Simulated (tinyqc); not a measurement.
# Junctionless gate-all-around wire, depletion approximation: effect of the insulator thickness on the threshold

A uniformly doped n-type wire of radius R under a surrounding gate; long channel. Below flat band a shell from radius rc to R is fully depleted and the neutral core, at channel potential V (0 at the source, Vd at the drain), carries the current with constant mobility; s = (rc/R)^2 is the share of the cross-section that conducts. The edge of the depleted shell is taken as abrupt, so there is no subthreshold current.

Cox = eps0 eox/(R ln(1 + tox/R)); A = q Nd R^2/(4 eps0 eps_r); B = q Nd R/(2 Cox); VT = Vfb - A - B. The flat-band conductance is G0 = q mu Nd pi R^2/L.

Parameters, values chosen for the exercise; material values close to those of silicon:
```
symbol   value        unit                                      meaning
eps_r     11.9               relative permittivity of the semiconductor
eox         22              relative permittivity of the gate insulator
R           20          nm                                  wire radius
Nd      1.2e18       cm^-3                                donor density
Vfb        0.6           V                            flat-band voltage
mu          98  cm^2/(V s)               effective mobility in the wire
L          0.5          um                                  gate length
```

Constants: q = 1.602176634e-19 C, eps0 = 8.8541878128e-14 F/cm where lengths are in cm. Results are converted to the units shown.

The same in every row: A (V) = 0.1825; G0 (uS) = 4.735.

Result of one run:
```
tox (nm),Cox (uF/cm^2),B (V),VT (V)
8.3,2.806,0.06852,0.3490
```

What becomes of these results when the insulator thickness tox is changed from 8.3 to 5.8 nm, all else the same?

Result of the changed run:
```
tox (nm),Cox (uF/cm^2),B (V),VT (V)
5.8,3.825,0.05027,0.3673
```

The whole series:
```
tox (nm),Cox (uF/cm^2),B (V),VT (V)
4,5.342,0.03599,0.3815
5.8,3.825,0.05027,0.3673
8.3,2.806,0.06852,0.3490
12,2.072,0.09278,0.3247
17,1.583,0.1214,0.2961
25,1.201,0.1601,0.2574
36,0.9459,0.2032,0.2143
```

As tox goes from 4 to 36 nm, VT falls from 0.382 to 0.214 V and G0 stays at 4.74 uS. A + B goes on average as tox^(0.26). The device is normally off (VT > 0) in 7 of the 7 rows.

Program tinyqc, `OMP_NUM_THREADS=1 python tinyqc.py 2460157 2460158 out.jsonl`; Intel Xeon 2.30GHz, shared host, one thread, about 0.01 s.
